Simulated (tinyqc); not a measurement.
Polytypes by hexagonality, and a cubic inclusion as a quantum well: sweeps and comparisons. A value that a table varies takes the place of the one given here.

Gap: E3 + (Es - E3) h/hs for h up to hs, then linear from Es to E2 at h = 1. Valence top Ev2 h and polarisation P2 h, both counted from 3C; Ec = Ev + gap.

A cubic inclusion of width L = N d in the host (h = 0.3333) is a well of depth V = Ec(host) - Ec(3C). Square well with mass mismatch: k tan(k L/2) = (m_w/m_b) q, k = sqrt(m_w E/c), q = sqrt(m_b (V - E)/c), c = hbar^2/2m0, lowest root. The depth of the level, V - E, is its binding, and the transition to the valence top of the host is gap(host) - (V - E). The step in polarisation gives a field |F| = |P|/(eps eps0) in a thin inclusion, eps0 = 8.8541878e-12 F/m.

Constants: hbar^2/2m0 = 3.80998211 eV angstrom^2.

Inputs chosen for the exercise (of the order of those of SiC; not measured data):
- E3 = 2.385 eV (gap of the cubic polytype)
- E2 = 3.322 eV (gap of 2H)
- Ev2 = 0.113 eV (valence top of 2H above that of 3C)
- P2 = -0.0509 C/m^2 (spontaneous polarisation of 2H)
- Es = 3.299 eV (gap at the hexagonality hs)
- hs = 0.5 (hexagonality up to which the first line holds)
- m = (0.323, 0.342) m0 (electron mass along c in the cubic layer and in the host)
- d = 2.522 angstrom (thickness of a double layer)
- eps = 10 (dielectric constant)
- N = 4 (double layers in the cubic inclusion)

## Width of the inclusion

Without the field: square well. With it, the potential inside is |F| (z - L/2), the host conduction edge lies at V - |F| L/2 on one side and V + |F| L/2 on the other, and the lowest level E_F is found by finite differences (step 0.25 angstrom, wide box, good to about 1 meV). Holes sit in the host on the high side, so the transition is gap(host) - V + E_F - |F| L/2. A dash: bound by less than 2 meV or not at all.

Results:
```
N   L (angstrom)  depth (eV)  transition (eV)  depth below the low side, with field (eV)  transition with field (eV)
1           2.52       0.053            2.941                                      0.032                       2.914
2           5.04       0.162            2.832                                      0.117                       2.781
3           7.57       0.265            2.729                                      0.198                       2.652
4          10.09       0.346            2.648                                      0.257                       2.544
6          15.13       0.451            2.543                                      0.321                       2.383
8          20.18       0.511            2.483                                      0.345                       2.262
12         30.26       0.571            2.423                                      0.356                       2.059
```

The square well binds a level even at N = 1 (53 meV), as any symmetric one-dimensional well does; the depth grows to 571 of 647 meV, and the transition tends to E3 - Ev(host) = 2.347 eV. With the field the level is bound by 2 meV or more for N = 1, 2, 3, 4, 6, 8 and 12, and the transition is lowered by 27 meV at N = 1 and 364 meV at N = 12, where |F| L/2 = 290 meV. Free carriers or surface charge screen the field and the step between the two sides, and the attraction to the hole, left out here, binds the electron further.

## The same inclusion in several hosts

h from the stacking: 8H 1/4, 6H 1/3, 15R 2/5, 4H 1/2, 9R 2/3, 2H 1. V = Ec(host) - Ec(3C); square-well level from k tan(k L/2) = (m_w/m_b) q, k = sqrt(m_w E/c), q = sqrt(m_b (V - E)/c), L = N d; |F| = |P|/(eps eps0), eps0 = 8.8541878e-12 F/m.

Results:
```
host      h  gap (eV)  V (eV)  depth (eV)  |F| (MV/cm)
8H    0.250     2.842   0.485       0.229         1.44
6H    0.333     2.994   0.647       0.346         1.92
15R   0.400     3.116   0.776       0.445         2.30
4H    0.500     3.299   0.971       0.601         2.87
9R    0.667     3.307   0.997       0.623         3.83
2H    1.000     3.322   1.050       0.667         5.75
```

From 8H to 4H the well deepens by a factor of 2.00 and the bound level by 2.62, between the limits of a wide well (as V) and a thin one (as V^2); in 4H the level keeps 62 % of V; from 4H to 2H the gap gains only 23 meV while the field doubles. The depths leave the field out, although its drop |F| L reaches 580 meV in 2H.

## What each parameter does

Well depth, depth of the level, transition without the field and field. Each row changes one parameter from the base and keeps the others.

Results:
```
case                   V (eV)  depth (eV)  transition (eV)  |F| (MV/cm)
base                   0.6470      0.3459           2.6484        1.916
N = 5                  0.6470      0.4062           2.5881        1.916
Ev2 = 0.143 eV         0.6570      0.3535           2.6409        1.916
E3 = 2.365 eV          0.6603      0.3560           2.6317        1.916
E2 = 3.352 eV          0.6470      0.3459           2.6484        1.916
P2 = -0.0662 C/m^2     0.6470      0.3459           2.6484        2.492
eps = 11               0.6470      0.3459           2.6484        1.742
m = (0.388, 0.342) m0  0.6470      0.3564           2.6379        1.916
```

The largest shifts from the base row, up to three for each result and ties (the steps differ in size, so this ranks the rows, not the parameters). V (eV): E3 +0.0133, Ev2 +0.0100; unchanged at the printed digits by N, E2, P2, eps and m. depth (eV): N +0.0603, m +0.0105, E3 +0.0100; unchanged at the printed digits by E2, P2 and eps. transition (eV): N -0.0603, E3 -0.0167, m -0.0105; unchanged at the printed digits by E2, P2 and eps. |F| (MV/cm): P2 +0.576, eps -0.174; unchanged at the printed digits by N, Ev2, E3, E2 and m.

(tinyqc, `OMP_NUM_THREADS=1 python tinyqc.py 1880494 1880495 out.jsonl`, Intel(R) Xeon(R) Processor @ 2.30GHz, 1 thread, shared host, about 0.05 s.)
